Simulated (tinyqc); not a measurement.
Strained L valleys, repopulation and conductivity mass: mobility against stress.

A cubic crystal with four conduction valleys along the <111> axes under uniaxial stress X along [110] (X > 0 is tension); current along [110]. Non-degenerate electrons, fixed total density, one relaxation time for all valleys and stresses, masses unchanged by strain, so the mobility goes as the mean inverse mass.

Stress s_ij = X a_i a_j with a the unit vector along [110]; strain e_ii = s11 s_ii + s12 (s_jj + s_kk), e_ij = s44 s_ij/2. Valley shift dE = Xu (n.e.n - trace(e)/3) with n the valley axis; share f proportional to exp(-dE/Vt). Inverse mass along the current d = [110]: (n.d)^2/ml + (1 - (n.d)^2)/mt; mu/mu0 = sum f (1/m) over the plain mean of 1/m. The linear estimate is 1 - pi X with pi the small-stress slope -d(mu/mu0)/dX.

Parameters, values chosen for the exercise; values close to those of germanium: temperature T = 300 K; compliance s11 = 9.94 1/TPa; compliance s12 = -2.68 1/TPa; compliance s44 = 15 1/TPa; shear deformation potential Xu = 15.9 eV; longitudinal mass ml = 1.59 m0; transverse mass mt = 0.0834 m0.

Constants: q = 1.602176634e-19 C, kB = 1.380649e-23 J/K, Vt = kB T/q. Results are converted to the units shown.

Result of one run:
```
X (MPa)  splitting (meV)  largest share  mu/mu0  linear estimate
-25                1.988         0.2596  0.9823           0.9823
```

What becomes of these results when the uniaxial stress (tension positive) X is changed from -25 to -1000 MPa, all else the same?

Result of the changed run:
```
X (MPa)  splitting (meV)  largest share  mu/mu0  linear estimate
-1000              79.50         0.4779  0.5791           0.2901
```

The whole series:
```
X (MPa)  splitting (meV)  largest share  mu/mu0  linear estimate
-25                1.988         0.2596  0.9823           0.9823
-50                3.975         0.2692  0.9646           0.9645
-100               7.950         0.2881  0.9296           0.9290
-200               15.90         0.3245  0.8623           0.8580
-400               31.80         0.3869  0.7472           0.7161
-700               55.65         0.4480  0.6344           0.5031
-1000              79.50         0.4779  0.5791           0.2901
-1500              119.2         0.4951  0.5474         -0.06478
-2500              198.8         0.4998  0.5388          -0.7746
```

The ratio mu/mu0 falls from 0.982 to 0.539; pi = -71.0e-11 1/Pa. The linear estimate of the change is 1.000 times the computed change in the first row and 3.85 times it in the last: once the splitting is several Vt (Vt = 25.9 meV) the upper valleys are nearly empty and little is left to move. At X = -2500 MPa the stress passes 1.5 GPa, where intervalley scattering and masses change too.

tinyqc, about 0.01 s, one thread, Intel Xeon 2.30GHz (shared host): `OMP_NUM_THREADS=1 python tinyqc.py 2530117 2530118 out.jsonl`
